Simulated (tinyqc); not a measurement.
Stretching all distances: RHF, UHF, MP2, CISD and CCSD against full CI in the sto-3g basis, for H6, spin multiplicity 1. Computed by the program tinyqc with PySCF. 

Geometry (angstrom):

| atom | x | y | z |
|---|---|---|---|
| H | 0.0000 | 0.0000 | 0.0000 |
| H | 0.0000 | 0.0000 | 0.7100 |
| H | 0.0000 | 0.0000 | 1.7190 |
| H | 0.0000 | 0.0000 | 2.4290 |
| H | 0.0000 | 0.0000 | 3.4380 |
| H | 0.0000 | 0.0000 | 4.1480 |

All coordinates are multiplied by the scale. c0^2 is the weight of the RHF determinant in the lowest singlet FCI state (UHF is spin-contaminated and may lie near states of higher spin) and n(LUMO) the first natural occupation beyond the occupied space.

Full CI energy (hartree) and errors against it (kcal/mol):

| scale | distance 1-2 (angstrom) | E(FCI) | RHF | UHF | MP2 | CISD | CCSD | <S^2> UHF | c0^2 | n(LUMO) |
|---|---|---|---|---|---|---|---|---|---|---|
| 0.970 | 0.689 | -3.28046 | 34.088 | 34.088 | 10.324 | 0.578 | 0.059 | 0.000 | 0.971 | 0.032 |
| 1.160 | 0.824 | -3.33933 | 44.708 | 44.708 | 15.423 | 1.275 | 0.095 | 0.000 | 0.953 | 0.049 |
| 1.340 | 0.951 | -3.30677 | 57.858 | 57.858 | 22.002 | 2.571 | 0.151 | 0.000 | 0.927 | 0.070 |
| 1.530 | 1.086 | -3.23453 | 75.831 | 75.831 | 31.282 | 5.117 | 0.231 | 0.000 | 0.887 | 0.102 |
| 1.720 | 1.221 | -3.15028 | 98.702 | 90.506 | 43.375 | 9.608 | 0.322 | 0.745 | 0.832 | 0.146 |
| 1.900 | 1.349 | -3.07266 | 125.219 | 87.852 | 57.542 | 16.422 | 0.398 | 1.463 | 0.764 | 0.200 |
| 2.090 | 1.484 | -3.00062 | 158.142 | 74.679 | 74.995 | 26.953 | 0.443 | 2.005 | 0.679 | 0.271 |
| 2.270 | 1.612 | -2.94482 | 193.255 | 58.847 | 93.021 | 40.255 | 0.432 | 2.353 | 0.592 | 0.348 |
| 2.460 | 1.747 | -2.89945 | 233.108 | 42.959 | 112.190 | 57.377 | 0.360 | 2.594 | 0.501 | 0.434 |

UHF parts from RHF first at scale 1.72 of those listed, where <S^2> leaves zero. The weight c0^2 goes from 0.97 to 0.50 and n(LUMO) from 0.03 to 0.43: static correlation grows as the bonds break into open-shell fragments. The spread of the error along the curve, which distorts its shape, is CCSD 0.4, UHF 56.4, CISD 56.8, MP2 101.9, RHF 199.0 kcal/mol.
